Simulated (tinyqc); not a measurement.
Worked calculation: extended Hueckel theory, for BeH2+. The parameters take no account of the charge, which enters only through the electron count. One step of it, computed by the program tinyqc.

Task: Wolfsberg-Helmholz matrix. H_ij = K' S_ij (H_ii + H_jj)/2 for i != j (the diagonal keeps H_ii), with K' = K + D^2 + D^4 (1 - K), D = (H_ii - H_jj)/(H_ii + H_jj), K = 1.75.

overlap S, lower triangle:
```
           1Be 2s   1Be 2px    1Be 2py   1Be 2pz     2H 1s     3H 1s
1Be 2s   1.000000
1Be 2px  0.000000  1.000000
1Be 2py  0.000000  0.000000   1.000000
1Be 2pz  0.000000  0.000000   0.000000  1.000000
2H 1s    0.437852  0.000000   0.532544  0.000000  1.000000
3H 1s    0.440783  0.000000  -0.534581  0.000000  0.026108  1.000000
```

diagonal H_ii (eV): 1Be 2s -10.000000, 1Be 2px -6.000000, 1Be 2py -6.000000, 1Be 2pz -6.000000, 2H 1s -13.600000, 3H 1s -13.600000

K = 1.750000

Give: H.

Result:

H (eV), lower triangle:
```
           1Be 2s  1Be 2px  1Be 2py  1Be 2pz     2H 1s     3H 1s
1Be 2s   -10.0000
1Be 2px    0.0000  -6.0000
1Be 2py    0.0000   0.0000  -6.0000
1Be 2pz    0.0000   0.0000   0.0000  -6.0000
2H 1s     -9.1598   0.0000  -9.8293   0.0000  -13.6000
3H 1s     -9.2211   0.0000   9.8669   0.0000   -0.6214  -13.6000
```
